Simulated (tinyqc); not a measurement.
Inside a calculation: Wannier function of the lower band of a two-orbital chain. Values are carried at full precision from step to step, so a last printed digit may differ when a step is redone from the rounded ones.

H(k) = [[-d/2 - 2 ta cos k, -t1 - t2 exp(-ik)], [-t1 - t2 exp(ik), d/2 - 2 tb cos k]], k in 1/a, Bloch sums with exp(ikR) and without the positions inside the cell. Mesh k_j = 2 pi j/N. Projection gauge: each lower eigenvector u is multiplied by the phase that makes <trial|u> real and positive (the one-band case of Loewdin orthogonalisation). Wannier amplitudes w(R) = (1/N) sum_k exp(ikR) u(k); hoppings H(R) = (1/N) sum_k exp(-ikR) E(k).

Inputs chosen for the exercise: d = -0.98 eV (A at -d/2, B at +d/2); t1 = 2.49 eV (A-B in the cell); t2 = 1.67 eV (B to A of the next cell); ta = 0.29 eV (A-A between cells); tb = -0.1 eV (B-B between cells); N = 4 (k points); th = 45 degrees (trial orbital cos(th) A + sin(th) B in cell 0); xb = 0.4 a (position of B (A at 0)); a = 3.9 angstrom (period); kq = 1.63 1/a (point off the mesh).

## Bloch states in the projection gauge

Diagonalise at each mesh point and fix the phase.

Mesh:
```
j  E lower (eV)  E upper (eV)               u_A               u_B  |<trial|u>|
0       -4.3512        3.9712           0.69856           0.71555       0.9999
1       -3.0379        3.0379  0.61468-0.20376i  0.73425+0.20376i       0.9538
2       -1.0128        1.3928           0.36633           0.93049       0.9170
3       -3.0379        3.0379  0.61468+0.20376i  0.73425-0.20376i       0.9538
```

The projection is smallest at j = 2 (0.9170); the gauge is smooth as long as it stays away from zero.

## The Wannier function

w(R) = (1/N) sum_j exp(2 pi i j R/N) u_j, for the N cells nearest the origin; it is real.

Amplitudes:
```
R      on A     on B
-1  -0.0188   0.0481
0    0.5736   0.7786
1    0.1849  -0.1556
2   -0.0411   0.0444
```

norm = 1.0000

Cell 0 holds 93.5 % of the weight.

## Centre and spread in real space

Point-like orbitals at R (A) and R + xb (B): centre <x>, spread <x^2> - <x>^2.

centre in units of a = 0.317
centre in angstrom = 1.236
spread = 1.483 angstrom^2

## The same from overlaps (Marzari-Vanderbilt)

b = 2 pi/N; M_j = u_j^+ diag(1, exp(-i b xb)) u_(j+1), with u_N = u_0. Centre = -(1/2 pi) sum arg M_j; gauge-invariant part Omega_I = (1/(N b^2)) sum (1 - |M_j|^2); gauge-dependent part Omega_D = (1/(N b^2)) sum (arg M_j + b centre)^2.

Overlaps:
```
j   |M_j|  arg M_j (rad)
0  0.9974        -0.3406
1  0.8215        -0.6245
2  0.8215        -0.6245
3  0.9974        -0.3406
```

centre from overlaps = 0.307 a
Omega_I = 0.0669 a^2
Omega_D = 0.0082 a^2

The centre is the Berry phase over 2 pi and does not depend on the trial orbital (modulo a). Omega_D is 10.9 % of the total; in one dimension a gauge that spreads the phase evenly removes it. The total is 0.0751 a^2, against 0.1232 a^2 (centre 0.315 a) in real space on 96 cells.

## Hoppings and interpolation

H(R) = (1/N) sum_j E_j cos(2 pi j R/N) for R = 0 to N/2. Interpolation: E(k) = H(0) + 2 sum H(R) cos(kR), the term R = N/2 of an even mesh counted once.

H(0), H(1), ... (eV): -2.8600  -0.8346  0.1780

interpolated E(kq) = -2.9379 eV

The exact value is -2.9485 eV; the interpolation is off by +10.6 meV. Though the chain has short hoppings, the single band has longer ones, made by paths through the other orbital, which the tails of the Wannier function carry.

## Checks

- Centre from overlaps against the real-space centre on 200 points: both 0.3154.
- Omega_I + Omega_D against the real-space spread on 200 points: both 0.123.

Computed by tinyqc, a small Python program: `OMP_NUM_THREADS=1 python tinyqc.py 1482859 1482860 out.jsonl` (the numbers bound the seed that draws the inputs); one thread of a shared host (Intel(R) Xeon(R) Processor @ 2.30GHz), about 0.1 s for the whole set of steps.
